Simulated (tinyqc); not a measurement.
From results back to parameters: optical gain and spontaneous emission in a bulk direct-gap semiconductor. Four cases, with inputs chosen for the exercise.

Problem. The gain spectrum crosses zero at E0 = Eg + Fc + Fv; n = p is hidden.

F_j(eta) = (1/Gamma(j + 1)) integral_0^infinity x^j dx/(1 + exp(x - eta)), which tends to exp(eta) for eta << 0.

Quasi-Fermi levels: n = Nc F_1/2(Fc/kT) and p = Nv F_1/2(Fv/kT), Fc counted up from the conduction edge and Fv down from the valence edge; Nc, Nv from N = 2 (m kB T/(4 pi c))^(3/2) with c = hbar^2/2m0, in 1/angstrom^3; times 1e24 for 1/cm^3, with me and (mhh^(3/2) + mlh^(3/2))^(2/3).

Constants: hbar^2/2m0 = 3.80998211 eV angstrom^2; kB = 8.617333262e-05 eV/K.

Find: Fc; Fv; n.

Method. Fc + Fv rises steadily with n, so one n gives E0 - Eg; solve by bisection on ln n.

Case 1.

Values chosen (near those of GaN; the results hold for these values, not for the real material): Eg = 3.354 eV (direct gap); me = 0.2008 m0 (electron mass); mhh = 1.463 m0 (heavy-hole mass); mlh = 0.3134 m0 (light-hole mass); T = 400 K.

E0 = 3.47431 eV

Solution.

Fc = 0.153 eV
Fv = -0.032 eV
n = 2.6e+19 1/cm^3

Case 2.

Values chosen (near those of InP; the results hold for these values, not for the real material): Eg = 1.311 eV (direct gap); me = 0.0818 m0 (electron mass); mhh = 0.597 m0 (heavy-hole mass); mlh = 0.0895 m0 (light-hole mass); T = 350 K.

E0 = 1.45438 eV

Solution.

Fc = 0.161 eV
Fv = -0.018 eV
n = 7.2e+18 1/cm^3

Case 3.

Values chosen (near those of GaAs; the results hold for these values, not for the real material): Eg = 1.43 eV (direct gap); me = 0.0678 m0 (electron mass); mhh = 0.511 m0 (heavy-hole mass); mlh = 0.0791 m0 (light-hole mass); T = 300 K.

E0 = 1.48193 eV

Solution.

Fc = 0.087 eV
Fv = -0.035 eV
n = 2.3e+18 1/cm^3

Case 4.

Values chosen (near those of InGaAs; the results hold for these values, not for the real material): Eg = 0.747 eV (direct gap); me = 0.0402 m0 (electron mass); mhh = 0.457 m0 (heavy-hole mass); mlh = 0.0498 m0 (light-hole mass); T = 200 K.

E0 = 0.79541 eV

Solution.

Fc = 0.076 eV
Fv = -0.028 eV
n = 8.2e+17 1/cm^3

Computed by tinyqc, one run a case: `OMP_NUM_THREADS=1 python tinyqc.py N N+1 out.jsonl` with N = 1682348, 1682361, 1682376, 1682383; one thread of a shared Intel(R) Xeon(R) Processor @ 2.30GHz, about 0.1 s a run at most.
